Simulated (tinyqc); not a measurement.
Transmission against energy, and which matching rule a chain obeys: heterojunction of two tight-binding chains.

Left chain: hopping -t1, sites at 2 t1 (band bottom 0). Right chain: hopping -t2, sites at dE + 2 t2 (bottom dE). t = c/(m a^2), c = hbar^2/2m0. The bond across the interface is -tc with tc = f sqrt(t1 t2), and the last left site has the extra energy U. In a chain E = bottom + 2t (1 - cos(ka)); the surface Green function of a half chain is g = -exp(ika)/t, with Im k > 0 where cos(ka) > 1.

Constants: hbar^2/2m0 = 3.80998211 eV angstrom^2.

Values chosen for the exercise (masses and offset of the size met at InGaAs / InP; shifted at random, so the results belong to these values and not to a real crystal):
- a = 3 angstrom (site spacing)
- m1 = 0.039 m0 (mass on the left)
- m2 = 0.08 m0 (mass on the right)
- dE = 0.22 eV (band offset)
- f = 1 (factor on the interface hopping)
- U = -0.45 eV (extra energy on the last left site)

Chain A is the junction as given; chain B has tc = sqrt(t1 t2) and U = 0; chain C has tc = t2 and U = t2 - t1, the finite-difference form of -d/dx (c/m) d/dx. Continuum formulas T = 4 x y/(x + y)^2 with parabolic k: x, y = k/m on each side (BenDaniel-Duke) or x, y = k (slope continuous).

T:
```
E - dE (eV)  E (eV)  chain A  chain B  chain C  k/m matched  k matched
0.002         0.222   0.3835   0.4206   0.2326       0.2332     0.4214
0.005         0.225   0.5345   0.5790   0.3408       0.3415     0.5799
0.010         0.230   0.6607   0.7074   0.4429       0.4437     0.7083
0.020         0.240   0.7830   0.8270   0.5575       0.5584     0.8278
0.050         0.270   0.9101   0.9432   0.7096       0.7106     0.9437
0.100         0.320   0.9657   0.9876   0.8067       0.8077     0.9877
0.400         0.620   0.9913   0.9949   0.9195       0.9208     0.9951
```

Give the missing row, E - dE (eV) = 0.200, E (eV) = 0.420.

Computed row:
```
E - dE (eV)  E (eV)  chain A  chain B  chain C  k/m matched  k matched
0.200         0.420   0.9885   1.0000   0.8767       0.8777     1.0000
```

Chain C follows the k/m rule within 0.0013 and chain B the plain k rule within 0.0009, while the two rules differ by up to 0.2694: in B the self-energy of the right side is -t1 exp(i k2 a), so only k2 enters, and in C it is -t2 exp(i k2 a), which carries 1/m2. Chain A, with f = 1 and U = -0.45 eV, has an interface term of its own and lies up to 0.0466 from B and 0.2255 from C.

tinyqc: `OMP_NUM_THREADS=1 python tinyqc.py 1480384 1480385 out.jsonl`; about 0.01 s, one thread, shared Intel(R) Xeon(R) Processor @ 2.30GHz.
